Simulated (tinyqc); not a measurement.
Chemical vapour deposition: Grove model, boundary layer, depletion and step coverage: one step, computed by the program tinyqc. Command: `OMP_NUM_THREADS=1 python tinyqc.py 3000931 3000932 out.jsonl cvd walk`. One thread of a shared host (Intel(R) Xeon(R) Processor @ 2.30GHz), about 0.01 s of CPU time with the checks.

A precursor diffuses to the surface and reacts there at first order; each molecule that reacts adds one formula unit of film.

Question. Growth rate at the inlet. Fluxes in series: C_s = C_g/(1 + k_s/h_g); growth rate G = k_s h_g/(k_s + h_g) C_g/N; 1 cm/s = 6e8 nm/min.

Inputs (values chosen for the exercise, close to those used for tungsten from its fluoride): temperature T = 450 C; film density N = 6.3e+22 formula units/cm^3.

Reactor: horizontal, atmospheric.

surface rate constant k_s = 0.6949147 cm/s

mass-transfer coefficient h_g = 2.173968 cm/s

precursor density C_g = 1.420796e+16 1/cm^3

Give: ratio k_s/h_g; C_s/C_g; growth rate G at the inlet.

Answer.

ratio k_s/h_g = 0.3197

C_s/C_g = 0.7578

growth rate G at the inlet = 71.25 nm/min

Reaction and transport resist to a similar degree.
